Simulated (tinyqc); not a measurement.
Thermodynamics of metal silicides: hull, first phase, silicon consumed, nucleation and stability against SiO2: one step, computed by the program tinyqc. Command: `OMP_NUM_THREADS=1 python tinyqc.py 3009113 3009114 out.jsonl silphase walk`. One thread of a shared host (Intel(R) Xeon(R) Processor @ 2.30GHz), about 0.01 s of CPU time with the checks.

Entropies of formation of the solids are neglected, so heats stand for free energies. Si fractions: M5Si3 0.3750, MSi 0.5000, MSi2 0.6667.

Question. First phase. Effective heat of formation: at the interface the mixture has the Si fraction x_e; the limiting element scales the heat, H_eff = H x_e/x if x_e < x, H (1 - x_e)/(1 - x) otherwise. The rule names the most negative as the first phase; its restriction to congruently melting phases is left out here.

Inputs (values chosen for the exercise, for a model metal):
```
quantity,value,unit
heat of formation of M5Si3,-71.2,kJ/mol atoms
heat of formation of MSi,-74.7,kJ/mol atoms
heat of formation of MSi2,-54.9,kJ/mol atoms
Si fraction x_e at the lowest liquidus,0.42,-
```

Phases: M5Si3, MSi, MSi2.

Give: H_eff; most negative H_eff.

Answer.

H_eff (kJ/mol atoms): M5Si3 -66.0736, MSi -62.7480, MSi2 -34.5870

most negative H_eff = -66.0736 kJ/mol atoms

The rule picks M5Si3, ahead of MSi by 3.3 kJ/mol; it is not the phase with the most negative heat itself. The rule is empirical and ignores nucleation barriers.
